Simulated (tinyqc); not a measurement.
Grain-boundary trapping model (Seto) of a polycrystalline semiconductor film: one step, computed by the program tinyqc. Command: `OMP_NUM_THREADS=1 python tinyqc.py 3011616 3011617 out.jsonl poly walk`. One thread of a shared host (Intel(R) Xeon(R) Processor @ 2.30GHz), about 0.01 s of CPU time with the checks.

Grains of equal size L are joined by thin boundaries with one trap level. Trapped carriers deplete a width W on each side and raise a barrier, crossed by thermionic emission. Dopants are fully ionised, statistics are non-degenerate and mu_g does not depend on T.

Task: Critical doping. If all traps fill, the grain is just depleted at N* = Q_t/L, with the barrier e Q_t L/(8 eps eps_0).

Inputs (values chosen for the exercise, modelled on polycrystalline silicon): permittivity eps = 11.7; grain size L = 200 nm; trap density Q_t = 8.7e+11 1/cm^2.

Grain interior: resistance included.

Constants: e = 1.602176634e-19 C; eps_0 = 8.8541878128e-12 F/m; k_B = 8.617333262e-05 eV/K.

Give: N*; barrier at N* with all traps filled.

Result:

N* = 4.35e+16 1/cm^3

barrier at N* with all traps filled = 0.3364 V
